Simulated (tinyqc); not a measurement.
Inside a calculation. Model: BCS gap equation with a constant attraction inside the Debye window. Computed by tinyqc, a small Python program that keeps every step. Command: `OMP_NUM_THREADS=1 python tinyqc.py 3006613 3006614 out.jsonl bcs walk`. One thread of a shared host (Intel(R) Xeon(R) Processor @ 2.30GHz), about 0.01 s of CPU time with the checks. Intermediate numbers are printed to about 7 digits and carried at full precision; extremes and crossings named in words are read from the listed rows.

Pairs attract with strength V for |xi| < k_B Theta; N(0) is the density of states for one spin. Energies are given as temperatures (E/k_B, in K) unless marked.

Inputs (values chosen for the exercise, modelled on aluminium):
```
quantity                 value      unit
coupling N(0)V           0.168         -
Debye temperature Theta    424         K
temperature T            0.525         K
Fermi velocity v_F       2e+06       m/s
electron density n        17.9  1e28/m^3
mean free path l           380        nm
junction resistance R_n    9.6  kilo-ohm
```

Solver: secant.

Constants: k_B = 8.617333262e-05 eV/K; hbar = 1.054571817e-34 J s; k_B = 1.380649e-23 J/K; m_0 = 9.1093837015e-31 kg; eps_0 = 8.8541878128e-12 F/m; c = 299792458 m/s; e = 1.602176634e-19 C; h = 6.62607015e-34 J s.

## Gap at zero temperature

At T = 0 the gap equation 1/(N(0)V) = int_0^Theta d xi/sqrt(xi^2 + Delta^2) has the integral arcsinh(Theta/Delta), so Delta_0 = Theta/sinh(1/(N(0)V)); weak coupling gives 2 Theta exp(-1/(N(0)V)).

Delta_0 = 2.204513 K

weak-coupling Delta_0 = 2.204498 K

Delta_0 in meV = 0.1899702 meV

## Critical temperature

Gap equation: 1/(N(0)V) = I(Delta, T) = int_0^Theta tanh(E/2T)/E d xi, E = sqrt(xi^2 + Delta^2); 64 Gauss-Legendre points in y with xi = max(Delta, T) sinh(y). T_c solves I(0, T_c) = 1/(N(0)V); the weak-coupling form is T_c = (2 e^C/pi) Theta exp(-1/(N(0)V)) with Euler's C = 0.5772157, and 2 Delta_0/T_c then tends to 2 pi e^-C = 3.528.

T_c = 1.249802 K

weak-coupling T_c = 1.249802 K

2 Delta_0/T_c = 3.527778

T_c/Theta = 0.0029; the ratio lies 0.00 % from 3.528, so the universal weak-coupling laws hold.

## One evaluation of the gap equation

Take Delta = Delta_0 as the trial; the fixed-point update is Delta(new) = N(0)V Delta I(Delta, T).

I(Delta_0, T) = 5.934697

updated Delta = 2.197963 K

## Gap at temperature T

Residual r = N(0)V I - 1, with Delta_0 = Theta/sinh(1/(N(0)V)). Secant steps in Delta^2, from Delta_0 and 0.9 Delta_0, with Delta^2 kept at or above 1e-6 K^2. Stop when |r| < 1e-9 or after 40 steps.

Iterations:
```
step  Delta (K)     residual r
1      2.165140  -1.995042e-04
2      2.162510  -1.325729e-05
3      2.162323   1.427713e-08
4      2.162323  -1.020961e-12
```

converged (1 yes, 0 no) = 1

Delta(T) = 2.162323 K

Converged in 4 steps: Delta(T)/Delta_0 = 0.9809 at T/T_c = 0.420.

## Lengths and fields

xi_0 = hbar v_F/(pi Delta_0); lambda_L = sqrt(m_0 eps_0 c^2/(n e^2)); N(0) = 3 n/(2 m_0 v_F^2) for one spin; condensation energy N(0) Delta_0^2/2 = B_c^2/(2 mu_0), mu_0 = 1/(eps_0 c^2); with scattering lambda = lambda_L sqrt(1 + xi_0/l) in the local limit (where xi_0 and l both exceed lambda, nonlocal response makes the true depth larger); Ginzburg-Landau kappa = 0.96 lambda_L/xi_0 + 0.72 lambda_L/l. Free-electron mass throughout; heavier carriers, as in niobium or vanadium, give a larger lambda_L and kappa and can make the metal type II.

coherence length xi_0 = 2205.771 nm

London depth lambda_L = 12.56038 nm

critical field B_c(0) = 9.261865 mT

depth with scattering = 32.76468 nm

Ginzburg-Landau kappa = 0.02926516

Kappa lies below 1/sqrt(2): type I, and the sample is dirty, l well below xi_0.

## A tunnel junction of this metal

Ambegaokar-Baratoff: I_c R_n = (pi Delta/(2e)) tanh(Delta/2T); Josephson energy E_J = hbar I_c/(2e), given as E_J/h; inductance hbar/(2 e I_c); thermal quasiparticle fraction x = n_qp/(2 N(0) Delta) = sqrt(2 pi T/Delta) exp(-Delta/T), valid for T well below Delta.

I_c R_n = 283.3245 microvolt

critical current I_c = 29.51297 nA

E_J/h = 14.65861 GHz

Josephson inductance = 11.15123 nH

quasiparticle fraction x = 0.02008981

## Gap and superfluid density against temperature

Interpolation tanh(1.74 sqrt(T_c/T - 1)); near T_c, 1.74 sqrt(1 - T/T_c). Clean-limit superfluid fraction 1 - (1/2T) int_0^(40 T) cosh^-2(E/2T) d xi (64 points); two-fluid rule 1 - (T/T_c)^4.

Reduced quantities:
```
T/T_c  Delta/Delta_0  tanh form  square-root form  superfluid fraction  two-fluid rule
0.10       1.0000000  0.9999415          1.650709            0.9999998       0.9999000
0.20       0.9998768  0.9981036          1.556303            0.9988533       0.9984000
0.30       0.9971238  0.9902212          1.455788            0.9817610       0.9919000
0.40       0.9850340  0.9722067          1.347798            0.9279242       0.9744000
0.50       0.9568853  0.9402266          1.230366            0.8340411       0.9375000
0.60       0.9069950  0.8897457          1.100473            0.7066772       0.8704000
0.70       0.8287723  0.8141099          0.953037            0.5537177       0.7599000
0.80       0.7110446  0.7013741          0.778152            0.3817852       0.5904000
0.90       0.5263434  0.5226654          0.550236            0.1959510       0.3439000
0.95       0.3803181  0.3792500          0.389076            0.0990448       0.1854938
0.98       0.2435841  0.2435753          0.246073            0.0398527       0.0776318
```

The tanh form misses the gap by at most about 0.017 (at T/T_c = 0.6); the square-root form is within 3 % only from T/T_c = 0.95. The gap keeps 99 % of Delta_0 up to T/T_c = 0.3, since quasiparticles are exponentially few. The two-fluid rule exceeds the BCS superfluid fraction most, by 0.21, at T/T_c = 0.8.

Checks made by the program: weak-coupling T_c, allowing for terms of order exp(-Theta/T_c) (relative difference below 1e-10).
